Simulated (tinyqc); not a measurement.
# Undoped symmetric double-gate MOSFET, analytic potential model: two studies

An undoped body of thickness ts between two equal insulators and tied gates; long channel, electrons only, n = ni exp((psi - V)/Vt) with V the quasi-Fermi potential (0 at the source, Vd at the drain), constant mobility, no quantisation. Across the body psi(x) = V - 2 Vt ln[(ts/(2 beta)) sqrt(q ni/(2 eps0 eps_r Vt)) cos(2 beta x/ts)], x from the centre. Q is the electron charge per area of the whole body.

Values chosen for this exercise; material values those of a made-up semiconductor:

| symbol | value | unit | meaning |
|---|---|---|---|
| T | 400 | K | temperature |
| Eg | 1.09 | eV | band gap |
| eps_r | 14.9 |  | relative permittivity of the semiconductor |
| Nc | 5.57e19 | cm^-3 | conduction-band density of states at T |
| Nv | 4.99e19 | cm^-3 | valence-band density of states at T |
| eox | 7.25 |  | relative permittivity of the gate insulator |
| tox | 1.6 | nm | insulator thickness |
| ts | 25 | nm | body thickness |
| dphi | -0.03 | V | gate work function less that of the intrinsic body |
| mu | 520 | cm^2/(V s) | channel mobility |
| L | 2 | um | gate length |
| Vd | 0.8 | V | drain voltage |

Constants: q = 1.602176634e-19 C, kB = 1.380649e-23 J/K, Vt = kB T/q, eps0 = 8.8541878128e-14 F/cm where lengths are in cm. Results are converted to the units shown.

Each table varies one quantity; the others keep the values above.

## Output curve

ni = sqrt(Nc Nv) exp(-Eg/(2 Vt)), Eg in volts; r = eps_r tox/(eox ts); V0 = dphi + 2 Vt ln[(2/ts) sqrt(2 eps0 eps_r Vt/(q ni))]. beta (between 0 and pi/2) solves (Vg - V0 - V)/(2 Vt) = ln(beta) - ln(cos beta) + 2 r beta tan(beta). Q = 8 eps0 eps_r Vt beta tan(beta)/ts; I = mu (1/L)(4 eps0 eps_r/ts)(2 Vt)^2 [g(beta_s) - g(beta_d)] per width, g = beta tan(beta) - beta^2/2 + r beta^2 tan^2(beta), with beta_s at V = 0 and beta_d at V = Vd.

In this table Vg = 0.74 V.

Output curve:
```
Vd (V)	Qd (nC/cm^2)	Qd/Qs	I (uA/um)
0.08	1316	0.7350	32.23
0.15	936.5	0.5232	52.67
0.22	604.3	0.3376	66.61
0.29	335.1	0.1872	75.05
0.36	144.1	0.08051	79.28
0.42	49.77	0.02780	80.71
0.49	8.994	0.005025	81.16
0.56	1.257	7.022e-4	81.23
0.63	0.1664	9.298e-5	81.24
```

What does the table show?

The current rises from 32.2 to 81.2 uA/um, while the charge at the drain end falls from 0.73 to 9.3e-5 of that at the source. The current first comes within 1 % of its last value at Vd = 0.42 V among the rows. Over the last rows Qd falls by a factor of e for each Vt of drain voltage: the drain end is in weak inversion. In every row the surface density at the source passes 0.3 Nc, where Boltzmann statistics fail.

## Effect of the insulator thickness

Q = 8 eps0 eps_r Vt beta tan(beta)/ts; I = mu (1/L)(4 eps0 eps_r/ts)(2 Vt)^2 [g(beta_s) - g(beta_d)] per width, g = beta tan(beta) - beta^2/2 + r beta^2 tan^2(beta), with beta_s at V = 0 and beta_d at V = Vd.  I(low) is taken at Vg = 0.09 V, Qs and I(high) at Vg = 0.84 V.

The same in every row: V0 (V) = 0.3434.

Effect of the insulator thickness:
```
tox (nm)	I(low) (nA/um)	Qs(high) (nC/cm^2)	I(high) (uA/um)
0.53	0.8359	5857	286.0
0.77	0.8359	4368	224.0
1.1	0.8358	3286	176.2
1.6	0.8358	2426	136.0
2.3	0.8357	1801	105.1
3.3	0.8357	1334	80.80
4.8	0.8355	973.9	61.11
```

Read the table: what changes, and by how much?

As tox goes from 0.53 to 4.8 nm, I(low) stays near 0.836 nA/um and I(high) falls from 286 to 61.1 uA/um. On average I(low) is independent of tox and I(high) goes as tox^(-0.70). Below threshold no voltage drops over the insulator in this long-channel model, so its thickness does not matter there. In every row the surface density at the source at the higher gate voltage passes 0.3 Nc, where Boltzmann statistics fail.

Program tinyqc, `OMP_NUM_THREADS=1 python tinyqc.py 2440089 2440090 out.jsonl`; Intel Xeon 2.30GHz, shared host, one thread, about 0.01 s.
